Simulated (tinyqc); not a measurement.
Kinetics of strain relaxation and threading dislocations in mismatched semiconductor layers: one step, computed by the program tinyqc.

60-degree dislocations on {111} planes of a (001) layer, isotropic elasticity. The Schmid factor is 1/sqrt(6), and a misfit segment relieves strain with b/2.

Problem. Excess stress and glide velocity at the start. Excess resolved stress tau = (1/sqrt 6) [2 G (1 + nu)/(1 - nu)] (e - e_eq), e_eq = b (1 - nu/4) [ln(h/b) + 1]/(4 pi (1 + nu) h), the Matthews-Blakeslee strain of an uncapped layer; glide velocity v = v0 tau exp(-Q/(k_B T)), tau in MPa.

Inputs (values chosen for the exercise, modelled on Si(0.8)Ge(0.2) on Si):

| quantity | value | unit |
|---|---|---|
| misfit f | 0.00799 | - |
| shear modulus G | 65.5 | GPa |
| Poisson ratio nu | 0.27 | - |
| Burgers vector b | 3.88 | angstrom |
| glide activation energy Q | 2.1 | eV |
| velocity prefactor v0 | 35000 | m/s per MPa |
| layer thickness h | 150 | nm |
| anneal temperature T | 803 | K |

Constants: k_B = 8.617333262e-05 eV/K.

Give: equilibrium strain e_eq; excess stress tau; mobility v/tau; initial velocity.

Solution.

equilibrium strain e_eq = 0.001052

excess stress tau = 645.6 MPa

mobility v/tau = 2.312e-09 m/s per MPa

initial velocity = 1.493 micrometre/s
